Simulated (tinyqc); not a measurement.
Changing the dose Q: implant damage, amorphisation by cascade overlap, and solid-phase epitaxial regrowth. Computed by tinyqc, a small Python program. Command: `OMP_NUM_THREADS=1 python tinyqc.py 3111291 3111292 out.jsonl sper sweep`. One thread of a shared host (Intel(R) Xeon(R) Processor @ 2.30GHz), about 0.01 s of CPU time with the checks.

Range and width of the damage are inputs. Dynamic annealing enters only through the surviving share f.

Inputs (values chosen for the exercise, modelled on indium ions in silicon):

| quantity | value | unit |
|---|---|---|
| atomic density N | 49.9 | 1/nm^3 |
| ion Z1 | 49 | - |
| ion mass M1 | 114.8 | u |
| target Z2 | 14 | - |
| target mass M2 | 28.09 | u |
| ion energy E | 16 | keV |
| displacement energy E_d | 14 | eV |
| depth of the damage peak R_d | 8.2 | nm |
| width of the damage profile s_d | 4 | nm |
| share of defects that survive f | 0.88 | - |
| critical displaced share x_c | 0.15 | - |
| regrowth prefactor v0 | 5.4e+15 | nm/s |
| regrowth energy E_a | 2.7 | eV |
| anneal temperature | 681 | C |
| rate relative to (100) | 1 | - |
| peak enhancement by the dopant | 2.1 | - |

Constants: a_0 = 0.529177210903 angstrom; e^2/(4 pi eps_0) = 14.39964548 eV angstrom; k_B = 8.617333262e-05 eV/K.

Method:
- Robinson partition: eps = E a M2/(Z1 Z2 (e^2/(4 pi eps_0)) (M1 + M2)), a = 0.8853 a_0/sqrt(Z1^(2/3) + Z2^(2/3)); k = 0.0793 Z1^(2/3) Z2^(1/2) (M1 + M2)^(3/2)/((Z1^(2/3) + Z2^(2/3))^(3/4) M1^(3/2) M2^(1/2)); damage energy T_d = E/(1 + k (eps + 0.40244 eps^(3/4) + 3.4008 eps^(1/6))); displacements nu = 0.8 T_d/(2 E_d).
- Displaced share x(z) = f nu Q exp(-(z - R_d)^2/(2 s_d^2))/(sqrt(2 pi) s_d N); the layer is amorphous where x > x_c, between R_d -/+ s_d sqrt(2 ln(x_max/x_c)), the upper edge being cut at the surface. Threshold dose Q_c = Q x_c/x_max.
- Displaced atoms per area beyond the lower edge z2: f nu Q (1/2) erfc((z2 - R_d)/(sqrt2 s_d)); they are not removed by regrowth.
- v = v0 x orientation factor x exp(-E_a/(k_B T)) x [1 + (enhancement - 1) exp(-(z - R_d)^2/(2 s_d^2))], T = anneal temperature + 273.15 K; the dopant is taken to follow the damage profile; the lower front moves from the lower edge z2 to the surface, or to the middle (z1 + z2)/2 of a buried layer with upper edge z1; time = int dz/v; the equivalent undoped distance is that time times the undoped velocity.

One run for each value:

| dose Q (1/cm^2) | lower edge (nm) | upper edge (nm) | displaced atoms beyond z2 (1/cm^2) | time with enhancement (s) |
|---|---|---|---|---|
| 3.00e+13 | 11.141 | 5.2590 | 2.2726e+15 | 0.04957 |
| 6.20e+13 | 13.846 | 2.5538 | 1.6064e+15 | 0.10636 |
| 1.30e+14 | 15.655 | 0.7453 | 1.3289e+15 | 0.15378 |
| 2.60e+14 | 17.018 | 0.0000 | 1.1716e+15 | 0.36963 |
| 5.40e+14 | 18.257 | 0.0000 | 1.0558e+15 | 0.40880 |
| 1.10e+15 | 19.331 | 0.0000 | 9.7143e+14 | 0.44394 |
| 2.30e+15 | 20.345 | 0.0000 | 9.0264e+14 | 0.47766 |
| 9.70e+15 | 22.113 | 0.0000 | 8.0250e+14 | 0.53704 |
| 2.00e+16 | 22.922 | 0.0000 | 7.6341e+14 | 0.56433 |

Give the missing row, dose Q (1/cm^2) = 4.70e+15.

Computed row:
```
dose Q (1/cm^2)  lower edge (nm)  upper edge (nm)  displaced atoms beyond z2 (1/cm^2)  time with enhancement (s)
4.70e+15                  21.253           0.0000                          8.4844e+14                    0.50810
```

Interpolating between the two neighbouring rows (the first column on a logarithmic scale, the others too where they are positive) misses by up to 0.36 %. Over the rows, lower edge (nm) rises from 11.1 to 22.9 (exponent d ln y / d ln x 0.30 between the first rows and 0.050 between the last); upper edge (nm) falls from 5.26 to 0, flat over part of the range; displaced atoms beyond z2 (1/cm^2) falls from 2.27e15 to 7.63e14 (exponent d ln y / d ln x -0.48 between the first rows and -0.069 between the last).
